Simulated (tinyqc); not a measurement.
# From one set of inputs to another, one input at a time

Model: millisecond and nanosecond annealing: surface heating, thermal budget and solid-phase regrowth. Computed by tinyqc, a small Python program. Command: `OMP_NUM_THREADS=1 python tinyqc.py 3019820 3019821 out.jsonl flash ladder`. One thread of a shared host (Intel(R) Xeon(R) Processor @ 2.30GHz), about 0.03 s of CPU time with the checks.

A square pulse heats the surface of a thick wafer with constant thermal properties; losses by radiation are neglected and silicon melts at 1414 C.

The inputs printed are set A. Set A is modelled on hot silicon with phosphorus; the values taken over come from a set modelled on hot silicon with boron. Inputs not listed in the table keep their values of set A, so the rows need not describe a real material.

Inputs (values chosen for the exercise, modelled on hot silicon with phosphorus):
```
quantity                      value        unit
incident fluence               21.4      J/cm^2
pulse length t_p            0.00067           s
reflectance R                  0.48           -
thermal conductivity k         0.28    W/(cm K)
heat capacity per volume c     2.15  J/(cm^3 K)
preheat temperature T0          500           C
dopant prefactor D0             4.9      cm^2/s
dopant activation energy E     3.68          eV
regrowth prefactor v0       5.1e+08        cm/s
regrowth energy E_v            2.67          eV
```

Source: scanned laser.

Constants: k_B = 8.617333262e-05 eV/K.

Method:
- Absorbed flux q = (1 - R) fluence/t_p; kappa = k/c. With f(z, t) = (2 q/k) sqrt(kappa t) ierfc(z/(2 sqrt(kappa t))), ierfc(x) = exp(-x^2)/sqrt(pi) - x erfc(x): T = T0 + f(z, t) during the pulse and T0 + f(z, t) - f(z, t - t_p) after it.
- At the surface the rise at the end of the pulse is 2 q sqrt(t_p/(pi k c)); the fluence that just melts the surface scales with (1414 - T0).
- Temperatures in kelvin are T(C) + 273.15.
- Integrate exp(-E/(k_B T(t))) at the surface from 0 to 10 t_p (Gauss-Legendre, 60 points in sqrt(t) up to t_p and 60 in sqrt(t - t_p) after it). (Dt) = D0 x integral with E; regrowth = v0 x integral with E_v; effective time = integral/exp(-E/(k_B T_peak)).

Each row keeps all changes above it:
```
input moved                                                            from        to  possible regrowth (nm)  effective time over t_p  fluence at the melting threshold (J/cm^2)
set A                                                                     -         -                   156.7                  0.14014                                     31.284
preheat temperature T0 (C)                                              500       600                   797.5                  0.16132                                     27.861
reflectance R                                                          0.48      0.38                  3582.9                  0.15679                                     23.368
heat capacity per volume c (J/(cm^3 K))                                2.15      2.31                  2626.7                  0.15750                                     24.221
dopant prefactor D0 (cm^2/s) and dopant activation energy E (eV)  4.9, 3.68  1.1, 3.5                  2626.7                  0.16548                                     24.221
thermal conductivity k (W/(cm K))                                      0.28      0.26                  3619.2                  0.16469                                     23.340
```

Where does the difference come from?

Possible regrowth goes from 157 to 3620, a factor 23.1 in all. The largest single move comes from preheat temperature T0 (a factor 5.09), and heat capacity per volume c works against it (a factor 0.733). Effective time over t_p goes from 0.140 to 0.165, a factor 1.18 in all. The largest single move comes from preheat temperature T0 (a factor 1.15), and reflectance R works against it (a factor 0.9719). Fluence at the melting threshold goes from 31.3 to 23.3, a factor 0.746 in all. The largest single move comes from reflectance R (a factor 0.839), and heat capacity per volume c works against it (a factor 1.04). The single moves hold for this order of the switches; the total does not depend on the order.

Caution (all rows): equilibrium diffusivities are used; implant damage enhances diffusion, and k and c vary with temperature. Caution (rows preheat temperature T0, reflectance R, heat capacity per volume c, dopant prefactor D0, thermal conductivity k): the peak lies above 1150 C, and amorphous silicon melts some 200 to 250 K below the crystal, so a layer that has not regrown before the peak may melt instead.

Extremes, crossings and ranges named in words are read from the listed rows.
